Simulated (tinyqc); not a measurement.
# Changing the overdrive V_ov

Model: thermal, flicker and telegraph noise of a field-effect transistor. Computed by tinyqc, a small Python program. Command: `OMP_NUM_THREADS=1 python tinyqc.py 3031326 3031327 out.jsonl noise sweep`. One thread of a shared host (Intel(R) Xeon(R) Processor @ 2.30GHz), about 0.01 s of CPU time with the checks.

Strong inversion, threshold roll-off and channel-length modulation left out; noise sources are uncorrelated and are given as one-sided spectral densities.

Inputs (values chosen for the exercise, modelled on a silicon n-channel):

| quantity | value | unit |
|---|---|---|
| width W | 0.086 | micrometre |
| length L | 27 | nm |
| electrical oxide thickness t | 1.2 | nm |
| mobility mu | 180 | cm^2/(V s) |
| saturation velocity v_s | 1 | 1e7 cm/s |
| thermal noise factor gamma | 1.5 | - |
| oxide trap density N_t | 3.2e+16 | 1/(eV cm^3) |
| oxide barrier phi | 1.6 | eV |
| oxide mass m_ox | 0.26 | m_0 |
| Coulomb scattering coefficient alpha_sc | 39000 | V s/C |
| frequency f | 30 | Hz |
| temperature T | 300 | K |

Operating region: saturation. Flicker model: number with correlated mobility.

Constants: eps_0 = 8.8541878128e-12 F/m; hbar = 1.054571817e-34 J s; m_0 = 9.1093837015e-31 kg; e = 1.602176634e-19 C; k_B = 8.617333262e-05 eV/K; k_B = 1.380649e-23 J/K.

Method:
- C_ox = 3.9 eps_0/t; V_c = 2 v_s L/mu; I = W C_ox v_s V_ov^2/(V_ov + V_c); g_m = W C_ox v_s V_ov (V_ov + 2 V_c)/(V_ov + V_c)^2; g_d0 = mu C_ox (W/L) V_ov.
- Tunnelling length lambda = hbar/(2 sqrt(2 m_ox phi)); flat-band noise S_Vfb = e^2 k_B T lambda N_t/(W L C_ox^2 f). S_I = g_m^2 S_Vfb (1 + alpha_sc mu C_ox I/g_m)^2.
- Thermal: S_I = 4 k_B T gamma g_d0; input-referred S_V = S_I/g_m^2; corner f_c where flicker equals thermal.
- Total input noise from 1 Hz to f_c: sqrt(S_V,thermal [f_c ln(f_c/1 Hz) + f_c - 1 Hz]).

One run for each value:

| overdrive V_ov (V) | input-referred thermal noise (nV/sqrt(Hz)) | corner frequency f_c (Hz) | flicker S_I/I^2 (1/Hz) | g_m (microsiemens) |
|---|---|---|---|---|
| 0.20 | 18.08 | 6.353e+07 | 4.430e-08 | 158.4 |
| 0.25 | 18.42 | 8.975e+07 | 3.877e-08 | 173.8 |
| 0.32 | 19.11 | 1.313e+08 | 3.437e-08 | 189.5 |
| 0.40 | 20.05 | 1.843e+08 | 3.148e-08 | 202.0 |
| 0.50 | 21.29 | 2.568e+08 | 2.934e-08 | 212.7 |
| 0.63 | 22.92 | 3.589e+08 | 2.770e-08 | 221.7 |
| 0.79 | 24.88 | 4.930e+08 | 2.651e-08 | 228.7 |
| 1.00 | 27.33 | 6.784e+08 | 2.559e-08 | 234.3 |

Over the rows, input-referred thermal noise (nV/sqrt(Hz)) rises from 18.1 to 27.3 (exponent d ln y / d ln x 0.083 between the first rows and 0.40 between the last); corner frequency f_c (Hz) rises from 6.35e7 to 6.78e8 (exponent d ln y / d ln x 1.5 between the first rows and 1.4 between the last); flicker S_I/I^2 (1/Hz) falls from 4.43e-8 to 2.56e-8 (exponent d ln y / d ln x -0.60 between the first rows and -0.15 between the last).

Caution (all rows): fewer than one trap per decade of time constant is active, so one device shows telegraph steps and the 1/f law is only a mean over many devices.
